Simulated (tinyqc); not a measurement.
# CMOS latch-up, two-transistor model: effect of the substrate resistance shunting the npn

A parasitic pnp (emitter at Vdd, base shunted by Rw) and npn (emitter at ground, base shunted by Rs) feed each other: the npn collector current flows out of the pnp base node, the pnp collector current into the npn base node. Forward-active transistors with constant gains: Icn = Isn exp(Vn/Vt), Icp = Isp (exp(Vp/Vt) - 1). A current Ii is injected into the npn base node.

Node equations: Vp/Rw + Icp/bp = Icn and Vn/Rs + Icn/bn = Icp + Ii. Loop gain G = gn gp/[(1/Rw + gp/bp)(1/Rs + gn/bn)], gn = Icn/Vt, gp = (Icp + Isp)/Vt; the off state ends where G = 1, and Ii there is the trigger current. On state with both base-emitter voltages at Von: npn base current Ib = (Von/Rs + bp Von/Rw)/(bn bp - 1), holding current Ih = (bn + 1) Ib + Von/Rs, holding voltage Vh = Vsat + Von + R2 (Ib + Von/Rs).

Inputs (values chosen for the exercise); values close to those of bulk CMOS: temperature T = 300 K; current gain of the npn bn = 14.4; current gain of the pnp bp = 4.2; saturation current of the npn at T Isn = 3.4e-16 A; saturation current of the pnp at T Isp = 2.6e-15 A; well resistance shunting the pnp Rw = 1200 ohm; resistance from the pnp collector to the npn base R2 = 360 ohm; base-emitter voltage in the on state Von = 0.74 V; saturation voltage Vsat = 0.06 V; supply voltage Vdd = 1.8 V.

Constants: q = 1.602176634e-19 C, kB = 1.380649e-23 J/K, Vt = kB T/q. Results are converted to the units shown.

Results:

| Rs (ohm) | Vn at trigger (V) | trigger current (mA) | Ih (mA) | Vh (V) |
|---|---|---|---|---|
| 65 | 0.72426 | 11.154 | 15.003 | 4.9830 |
| 130 | 0.72332 | 5.5857 | 7.8367 | 2.8994 |
| 240 | 0.72265 | 3.0367 | 4.5522 | 1.9443 |
| 470 | 0.72203 | 1.5638 | 2.6527 | 1.3920 |
| 900 | 0.72156 | 0.83002 | 1.7057 | 1.1167 |
| 3400 | 0.72100 | 0.24072 | 0.94458 | 0.89535 |
| 6500 | 0.72087 | 0.13960 | 0.81390 | 0.85735 |

Estimate the missing row, Rs = 1700 ohm.

Computed row:

| Rs (ohm) | Vn at trigger (V) | trigger current (mA) | Ih (mA) | Vh (V) |
|---|---|---|---|---|
| 1700 | 0.72123 | 0.45282 | 1.2186 | 0.97502 |

With this row back in the table: As Rs goes from 65 to 6500 ohm, the trigger current falls from 11.2 to 0.140 mA, Ih falls from 15.0 to 0.814 mA and Vh falls from 4.98 to 0.857 V. Vh exceeds the supply Vdd = 1.8 V, which then cannot sustain a latched state, in 3 of the 8 rows. The trigger current goes as Rs^(-0.95): most of it flows through the shunt.

tinyqc, about 0.07 s, one thread, Intel Xeon 2.30GHz (shared host): `OMP_NUM_THREADS=1 python tinyqc.py 2670124 2670125 out.jsonl`
